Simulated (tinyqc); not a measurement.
# Ellipsometry and reflectance of a transparent film on an absorbing substrate: effects of single changes

Air (index 1), film, substrate with N2 = n2 - i k2; time factor exp(+i w t). q_j = sqrt(N_j^2 - sin^2 th), root with positive real part. Fresnel coefficients r_s = (q_a - q_b)/(q_a + q_b), r_p = (N_b^2 q_a - N_a^2 q_b)/(N_b^2 q_a + N_a^2 q_b). tan(Psi) exp(i Delta) = R_p/R_s, Delta taken from 0 to 360 degrees.

Parameters, values chosen for the exercise; indices close to those of titanium dioxide on silicon:

| symbol | value | unit | meaning |
|---|---|---|---|
| lam | 800 | nm | wavelength |
| th | 70 | degrees | angle of incidence |
| n1 | 2.421 |  | index of the transparent film |
| d | 11 | nm | film thickness |
| n2 | 3.692 |  | index of the substrate |
| k2 | 0.0065 |  | extinction coefficient of the substrate |

Each table varies one quantity; the others keep the values above.

## Psi and Delta against the film thickness

beta = 2 pi d q1/lam, X = exp(-2 i beta), R = (r01 + r12 X)/(1 + r01 r12 X) for p and s. The last column is the derivative of Delta.

Result of one run:
```
d (nm)  Psi (degrees)  Delta (degrees)  |R_p|^2  |R_s|^2  dDelta/dd (degrees/nm)
140             13.23            268.9  0.03323   0.6016                  -1.806
```

What becomes of these results when the film thickness d is changed from 140 to 80 nm, all else the same?

Result of the changed run:
```
d (nm)  Psi (degrees)  Delta (degrees)  |R_p|^2  |R_s|^2  dDelta/dd (degrees/nm)
80              20.67            19.23  0.05465   0.3840                  -1.966
```

The whole series:
```
d (nm)  Psi (degrees)  Delta (degrees)  |R_p|^2  |R_s|^2  dDelta/dd (degrees/nm)
0               9.129            179.7  0.01758   0.6809                  -2.657
20              10.41            129.5  0.02228   0.6609                  -2.266
40              13.39            89.38  0.03387   0.5975                  -1.791
60              17.14            55.34  0.04662   0.4899                  -1.684
80              20.67            19.23  0.05465   0.3840                  -1.966
100             20.55            338.9  0.05443   0.3873                  -1.951
120             16.96            303.0  0.04607   0.4957                  -1.680
140             13.23            268.9  0.03323   0.6016                  -1.806
160             10.29            228.3  0.02186   0.6627                  -2.294
180             9.132            177.8  0.01759   0.6809                  -2.656
```

Psi goes from 9.13 through a maximum of 20.7 (at d = 80 nm among the rows listed) to 9.13 degrees. The period is 179.3 nm, after which Psi and Delta return to the values of the bare substrate, so one angle and wavelength fix d only up to a multiple of it. The size of the slope of Delta runs from 1.68 to 2.66 degrees/nm among the rows; Delta is counted modulo 360 degrees, and sharper features can lie between the rows.

## Effect of the index of the transparent film

Same model as above.

dDelta/dd is the derivative of Delta; period lam/(2 q1).

Results:
```
n1    Psi (degrees)  Delta (degrees)  |R_p|^2  |R_s|^2  dDelta/dd (degrees/nm)  period (nm)
1.25          9.561            160.6  0.01929   0.6798                  -1.640        485.3
1.45          9.872            153.6  0.02056   0.6789                  -2.165        362.2
1.65          10.01            150.0  0.02114   0.6779                  -2.426        294.9
1.85          10.01            148.6  0.02110   0.6770                  -2.559        251.0
2.05          9.905            148.5  0.02062   0.6761                  -2.610        219.5
2.45          9.508            151.3  0.01893   0.6748                  -2.493        176.8
2.65          9.279            154.1  0.01800   0.6745                  -2.307        161.4
```

Estimate the missing row, n1 = 2.25.

Computed row:
```
n1    Psi (degrees)  Delta (degrees)  |R_p|^2  |R_s|^2  dDelta/dd (degrees/nm)  period (nm)
2.25          9.727            149.4  0.01984   0.6753                  -2.590        195.7
```

With this row back in the table: Psi goes from 9.56 through a maximum of 10.0 (at n1 = 1.65 among the rows listed) to 9.28 degrees and |R_p|^2 goes from 0.0193 through a maximum of 0.0211 (at n1 = 1.65 among the rows listed) to 0.0180. The slope of Delta is largest in size, 2.61 degrees/nm, at n1 = 2.05 among the rows.

Computed by the program tinyqc: `OMP_NUM_THREADS=1 python tinyqc.py 2870163 2870164 out.jsonl`, one thread of a shared Intel Xeon 2.30GHz, about 0.01 s for the whole run.
